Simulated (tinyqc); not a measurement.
## Programming of a floating-gate cell by Fowler-Nordheim tunnelling: programming by a staircase of pulses

Per tunnel area the floating gate has Ctun = 3.9 eps0/tox to the channel (0 V) and Ccg to the control gate, Ct = Ctun/(1 - ag), no other coupling. With the threshold shift U = -Q/Ccg the field is F = ag (Vg - U)/tox, and dU/dt = J/Ccg. Fowler-Nordheim: J = A F^2 exp(-B/F), A = q^2/(16 pi^2 hbar mo phi) (times 1e14 for A/cm^2 with F in V/nm, emitter mass m0), B = (4/3) sqrt(mo/C) phi^1.5, C = hbar^2/(2 m0).

Pulse i = 1, 2, ... has the height 11.6 V + (i - 1) 0.2 V and lasts 0.19 us; each starts from the U that the last one left. Exact: exp(B/F(t)) = exp(B/F(0)) + K t, K = A B ag/(Ccg tox), and U = Vg - tox F/ag.

Inputs (values chosen for the exercise); oxide values close to those of silicon dioxide: tunnel barrier phi = 3.08 eV; tunnelling mass mo = 0.4 m0; tunnel oxide thickness tox = 6.8 nm; coupling ratio Ccg/Ct ag = 0.57; threshold shift at the start Vt0 = -2.5 V.

Constants: q = 1.602176634e-19 C, hbar = 1.054571817e-34 J s, m0 = 9.1093837015e-31 kg, eps0 = 8.8541878128e-14 F/cm where lengths are in cm, hbar^2/(2 m0) = 0.0380998212 eV nm^2. Results are converted to the units shown.

Result of one run:
```
N	last pulse (V)	U (V)	gain of the last pulse (V)	F at its end (V/nm)
14	14.20	-0.08186	0.1972	1.197
```

What becomes of these results when the number of pulses N is changed from 14 to 18, all else the same?

Result of the changed run:
```
N	last pulse (V)	U (V)	gain of the last pulse (V)	F at its end (V/nm)
18	15.00	0.7126	0.1992	1.198
```

The whole series:
```
N	last pulse (V)	U (V)	gain of the last pulse (V)	F at its end (V/nm)
1	11.60	-2.382	0.1180	1.172
2	11.80	-2.250	0.1324	1.178
3	12.00	-2.104	0.1454	1.182
4	12.20	-1.948	0.1566	1.186
6	12.60	-1.608	0.1737	1.191
8	13.00	-1.244	0.1846	1.194
11	13.60	-0.6705	0.1934	1.196
14	14.20	-0.08186	0.1972	1.197
18	15.00	0.7126	0.1992	1.198
```

The gain of a pulse rises from 0.118 to 0.199 V and settles at the step of 0.2 V: the field at the end of a pulse becomes steady, 1.20 V/nm, so U follows the gate one to one whatever it started from. It is within 5 % of the step from pulse 11 on among the rows. In every row the field stays above 10 MV/cm, which wears the oxide.

Range of the model: Programming fields of 10 MV/cm and more wear the oxide; trapping and the channel potential are ignored.

Numbers from tinyqc (`OMP_NUM_THREADS=1 python tinyqc.py 2130084 2130085 out.jsonl`; about 0.01 s on one thread of a shared Intel Xeon 2.30GHz).
